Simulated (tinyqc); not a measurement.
Inside a calculation. Method: tight binding, kagome lattice. One step of it, computed by the program tinyqc.

Problem. Levels at k. Diagonalise the Hermitian matrix.

H(k) at k (eV), lower triangle (Hermitian):
```
                     A                    B         C
A             0.000000
B  -2.823043-1.791558i             0.000000
C  -3.242099-1.525616i  -3.897795+0.492406i  0.260000
```

Give: eigenvalues; weights |c|^2 of the basis functions.

Solution.

eigenvalues (eV): -7.1527  3.2944  4.1183

weights |c|^2 of the basis functions:
```
   band 1  band 2  band 3
A  0.3192  0.6319  0.0489
B  0.3413  0.3302  0.3285
C  0.3396  0.0379  0.6226
```
